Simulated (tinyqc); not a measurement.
Worked calculation: Keating valence-force model of a tetrahedral crystal. Computed by tinyqc, a small Python program that keeps every step. Command: `OMP_NUM_THREADS=1 python tinyqc.py 3000486 3000487 out.jsonl keating walk`. One thread of a shared host (Intel(R) Xeon(R) Processor @ 2.30GHz), about 0.03 s of CPU time with the checks. Intermediate numbers are printed to about 6 digits and carried at full precision; extremes and crossings named in words are read from the listed rows.

Atom A sits at 0 and atom B at a/4 (1,1,1) of an fcc lattice; the four bonds from A are t = a/4 (1,1,1), a/4 (1,-1,-1), a/4 (-1,1,-1), a/4 (-1,-1,1), of length d = sqrt(3) a/4. Energy: E = (3 alpha/(8 d^2)) sum over bonds (r.r - d^2)^2 + (3 beta/(8 d^2)) sum over pairs of bonds at one atom (r_i.r_j + d^2/3)^2, with beta_A for the six pairs at A and beta_B for the six at B. The cell holds two atoms, Omega = a^3/4. 1 N/m = 1 J/m^2. With constants fitted to the elastic moduli this model puts optical and zone-boundary frequencies of real crystals too high, by up to about 20 % in elemental crystals and up to about 50 % in compounds, and mostly by more for TA modes; in compounds the lattice part of the static dielectric constant then comes out too low.

Inputs (values chosen for the exercise, modelled on gallium phosphide):
```
quantity,value,unit
lattice constant a,5.451,angstrom
mass M_A,69.72,u
mass M_B,30.97,u
bond stretching alpha,48.1,N/m
bond bending beta_A,10.9,N/m
bond bending beta_B,10.9,N/m
Born charge Z*,2.06,e
eps_inf,9.18,-
mesh divisions n,6,-
temperature T,150,K
```

Structure: zinc blende.

wave vector q (2 pi/a): [0.23, 0.37, 0]

Constants: 1 eV/angstrom^2 = 16.02176634 J/m^2; nu for 1 eV/(angstrom^2 u) = 15.6333042 THz; 1 THz = 33.35640952 1/cm; e^2/(4 pi eps_0) = 14.39964548 eV angstrom; u = 1.6605390666e-27 kg; h x 1 THz = 4.135667696 meV; k_B = 8.617333262e-05 eV/K.

## Dynamical matrix at q

With displacements u exp(i q.r), each bracket changes by g.u, where g = (g_A, g_B): bond t, g = (-2 t, 2 t exp(i q.t)); pair (i, j) at A, g = (-(t_i + t_j), t_i exp(i q.t_j) + t_j exp(i q.t_i)); pair at B, g = (-t_i exp(-i q.t_j) - t_j exp(-i q.t_i), t_i + t_j). Then D_mn = sum over the 4 bonds and 12 pairs of (4 k/a^2) conj(g_m) g_n / sqrt(M_m M_n), with k = alpha or beta converted to eV/angstrom^2. Only the short-range forces enter; the Coulomb field of the charges is left out.

D(q) (eV/(angstrom^2 u)):
```
,A x,A y,A z,B x,B y,B z
A x,0.214680,0.005922,0.000000+0.002238i,-0.247843,0.038788,0.000000-0.102648i
A y,0.005922,0.221568,0.000000+0.003890i,0.038788,-0.247843,0.000000-0.059048i
A z,0.000000-0.002238i,0.000000-0.003890i,0.212743,0.000000-0.102648i,0.000000-0.059048i,-0.247843
B x,-0.247843,0.038788,0.000000+0.102648i,0.483290,0.013332,0.000000-0.005038i
B y,0.038788,-0.247843,0.000000+0.059048i,0.013332,0.498797,0.000000-0.008758i
B z,0.000000+0.102648i,0.000000+0.059048i,-0.247843,0.000000+0.005038i,0.000000+0.008758i,0.478930
```

## Frequencies at q

Diagonalise the Hermitian matrix D. An eigenvalue lambda of D in eV/(angstrom^2 u) gives nu = 15.6333042 THz x sqrt(lambda). The weight on A is the sum of |e|^2 over the three components of atom A.

frequencies (THz): [2.5168, 3.2027, 4.6411, 12.4196, 12.6847, 12.7439]

weights on atom A: [0.708123, 0.719009, 0.753606, 0.258540, 0.281467, 0.279255]

The top mode has 28 % of its weight on A, the heavier atom.

## Elastic constants and internal strain

beta = (beta_A + beta_B)/2; C11 = (alpha + 3 beta)/a, C12 = (alpha - beta)/a, C44 = 4 alpha beta/(a (alpha + beta)); with the two sublattices clamped C44(0) = (alpha + beta)/a; internal-strain parameter zeta = (alpha - beta)/(alpha + beta); B = (C11 + 2 C12)/3.

C11 = 148.230 GPa

C12 = 68.2444 GPa

C44 = 65.2084 GPa

clamped C44(0) = 108.237 GPa

internal-strain parameter zeta = 0.630508

bulk modulus B = 94.9061 GPa

Letting the sublattices shift lowers C44 by 40 %, which is zeta^2. A shear is shared between bond lengths and angles. The model fixes 2 C44 (C11 + C12)/((C11 - C12)(C11 + 3 C12)) = 1.000 whatever alpha and beta are.

## Optical mode at the zone centre

beta = (beta_A + beta_B)/2; mu = M_A M_B/(M_A + M_B); lambda = 4 (alpha + beta)/mu with the springs in eV/angstrom^2; nu = 15.6333042 THz x sqrt(lambda).

reduced mass mu = 21.4443 u

nu_TO at G = 12.9567 THz

the same as a wavenumber = 432.190 1/cm

## LO-TO splitting

The long-range field adds 4 pi Z*^2 (e^2/(4 pi eps_0))/(eps_inf Omega mu) to lambda for the longitudinal mode at q -> 0; lambda = (nu/15.6333042 THz)^2; eps_0 = eps_inf (nu_LO/nu_TO)^2 (Lyddane-Sachs-Teller; here eps_0 is the static dielectric constant).

nu_LO at G = 13.8355 THz

static dielectric constant = 10.4674

The splitting is 6.8 % of nu_TO, and the lattice adds 1.29 to the dielectric constant.

## Frequencies at the zone boundary

The formulas are those given above.

Frequencies (THz) at points given in 2 pi/a:
```
point,nu 1,nu 2,nu 3,nu 4,nu 5,nu 6
"X (1, 0, 0)",5.03742,5.03742,7.82142,11.7353,11.9374,11.9374
"L (0.5, 0.5, 0.5)",3.60505,3.60505,7.57794,11.5634,12.4451,12.4451
"W (1, 0.5, 0)",5.43795,5.71270,7.18576,10.7815,12.0325,12.6404
"K (0.75, 0.75, 0)",4.67288,5.98028,7.30532,10.9221,12.0847,12.5570
```

At X the two longitudinal modes are split (7.82 and 11.74 THz) because each moves one sublattice alone.

## Lowest frequency at X

Take the lowest frequency at X = (1, 0, 0) 2 pi/a, the transverse acoustic (TA) mode.

TA frequency at X = 5.03742 THz

## Transverse acoustic branch against its sound line

The sound line is nu = v q/(2 pi) with v = sqrt(C44/rho), rho = (M_A + M_B)/Omega; the clamped line uses C44(0).

Frequencies (THz) along G-X:
```
q (2 pi/a),lowest branch,"sound line, relaxed C44","sound line, clamped C44(0)",third-lowest frequency,highest frequency
0.05,0.36428,0.36451,0.46962,0.54923,12.9525
0.15,1.08728,1.09354,1.40887,1.63950,12.9182
0.30,2.13626,2.18707,2.81773,3.22354,12.8015
0.45,3.10460,3.28061,4.22660,4.69538,12.6060
0.60,3.94155,4.37415,5.63546,5.99241,12.3427
0.75,4.58438,5.46768,7.04433,7.03215,12.1186
0.90,4.96235,6.56122,8.45319,7.68512,11.9688
1.00,5.03742,7.29024,9.39244,7.82142,11.9374
```

At small q the branch follows the relaxed line (0.999 of it, against 0.776 of the clamped one): in a long shear wave the sublattices shift against each other. At X it reaches 69 % of the relaxed line. Real tetrahedral semiconductors have flatter TA branches than a Keating model fitted to their elastic constants, which needs longer-ranged terms to mend.

## Thermal sums on a mesh

Mesh: q = sum_i (m_i + 1/2)/n b_i, m_i = 0..n-1, with b = [[-1, 1, 1], [1, -1, 1], [1, 1, -1]] in 2 pi/a; sums over the six modes are averaged over the n^3 points and halved, per atom. With x = h nu/(k_B T) and n = 1/(exp(x) - 1) for each mode: F = k_B T [x/2 + ln(1 - exp(-x))], U = k_B T x (n + 1/2), S/k_B = x n - ln(1 - exp(-x)), C/k_B = x^2 n (n + 1). The acoustic share counts the three lowest modes at each q; zero-point energy = sum h nu/2.

free energy F = 47.5721 meV/atom

entropy S = 1.19147 k_B/atom

heat capacity C = 1.69021 k_B/atom

acoustic share of C = 0.713581

zero-point energy = 53.2370 meV/atom

C is 56 % of the classical value; the optical modes are partly excited.

Checks made by the program: slopes of the acoustic branches along [110] against C11, C12 and the relaxed C44 (relative difference 1e-06); zone-centre optical mode against D(q = 0) (relative difference below 1e-10); longitudinal modes at X against the diagonal of D (relative difference below 1e-10).
